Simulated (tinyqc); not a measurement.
Changing the share x of the charge in a wide tail: correction of a charged-defect supercell by a model charge and potential alignment (plane-averaged potentials). Computed by tinyqc, a small Python program. Command: `OMP_NUM_THREADS=1 python tinyqc.py 3113554 3113555 out.jsonl align sweep`. One thread of a shared host (Intel(R) Xeon(R) Processor @ 2.30GHz), about 0.02 s of CPU time with the checks.

The "true" defect charge is (1 - x) q in a Gaussian of width sigma plus x q in one of width sigma_t, so the exact answer is known; the correction sees only a single model Gaussian of width sigma_m. A Gaussian of width s has the transform rho(G) = exp(-G^2 s^2/2), normalised to 1. A uniform background cancels q, so G = 0 is left out. Potentials are those felt by a unit positive charge. E_0 is the formation energy of the isolated defect, E_cell its value in the supercell, E_lat = E_iso - E_per of the model charge, C the true less the model potential far from the defect; the exact correction is E_0 - E_cell, and the error of a scheme is E_cell plus its correction less E_0.

Inputs (values chosen for the exercise, with screening close to that of HfO2): defect charge q = 3 e; dielectric constant eps = 21.7; edge of the cubic cell L = 14.3 angstrom; width sigma of the true defect charge = 1.4 angstrom; width sigma_m of the model charge = 1.1 angstrom; width sigma_t of the tail = 3 angstrom; formation energy of the isolated defect E_0 = 5.84 eV.

Constants: e^2/(4 pi eps_0) = 14.39964548 eV angstrom.

Method:
- Periodic energy E_per = (2 pi q^2/(eps L^3)) (e^2/(4 pi eps_0)) sum_(G != 0) rho(G)^2/G^2, G = (2 pi/L)(n1, n2, n3), |n_i| <= 16. Isolated energy: two Gaussians of charges q_a, q_b and widths a, b interact by q_a q_b (e^2/(4 pi eps_0 eps)) sqrt(2/pi)/sqrt(a^2 + b^2), and the self-energy is half the sum over pairs.
- Supercell value E_cell = E_0 + E_per - E_iso for the true charge.
- E_lat = E_iso - E_per for the model charge; point-charge value alpha q^2 e^2/(4 pi eps_0 eps 2 L) with alpha = 2.837297.
- Plane-averaged potential at distance z from the defect: V(z) = (4 pi q/(eps L^3)) (e^2/(4 pi eps_0 e)) sum_(m != 0) rho(G_m) cos(G_m z)/G_m^2, G_m = 2 pi m/L, |m| <= 40.
- C = difference at z = L/2; E_corr = E_cell + E_lat - q C. For charges that have died out at L/2, C = (2 pi q/(eps L^3)) (e^2/(4 pi eps_0 e)) (<s^2> - sigma_m^2), <s^2> = (1 - x) sigma^2 + x sigma_t^2.

One run for each value; columns: (1) share x of the charge in a wide tail; (2) alignment C (V); (3) error without alignment (meV); (4) error with alignment (rounded to 1e-4 meV) (meV); (5) exact correction (eV):
```
(1)         (2)     (3)     (4)      (5)
0.000  0.003208   9.624  0.0000  0.56733
0.071  0.005197  16.031  0.4399  0.56092
0.140  0.007130  22.249  0.8586  0.55470
0.210  0.009091  28.548  1.2746  0.54840
0.290  0.011332  35.735  1.7391  0.54122
0.360  0.013293  42.015  2.1361  0.53494
0.430  0.015254  48.286  2.5243  0.52867
0.500  0.017215  54.549  2.9036  0.52240
```

Over the rows, alignment C (V) rises from 0.00321 to 0.0172; error without alignment (meV) rises from 9.62 to 54.5; error with alignment (rounded to 1e-4 meV) (meV) rises from 0 to 2.90.
